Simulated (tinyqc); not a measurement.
Inside a calculation. Method: Jacobi rotations on a symmetric matrix. One step of it, computed by the program tinyqc.

Question. Jacobi rotation 2. Take the largest off-diagonal element A_pq; tan 2 theta = 2 A_pq / (A_qq - A_pp) with |theta| <= pi/4; A' = J^T A J with J_pp = J_qq = cos, J_pq = sin, J_qp = -sin.

A', lower triangle:
```
           1          2          3          4          5         6
1   0.597482
2   0.219670   0.659000
3   0.170389   0.089000   0.939000
4  -0.207612  -0.256000  -0.104000   1.290000
5   0.000000   0.124186  -0.245013   0.196843   3.882518
6   0.219074  -0.035000  -0.188000  -0.091000  -0.078527  5.116000
```

Give: p, q, theta; A'.

Answer.

p, q, theta (rad): 2.0000  4.0000  -0.3408

A', lower triangle:
```
         1        2        3        4        5       6
1   0.5975
2   0.1376   0.5682
3   0.1704   0.0491   0.9390
4  -0.2691   0.0000  -0.1278   1.3808
5   0.0000   0.1828  -0.2450   0.1440   3.8825
6   0.2191  -0.0634  -0.1880  -0.0741  -0.0785  5.1160
```
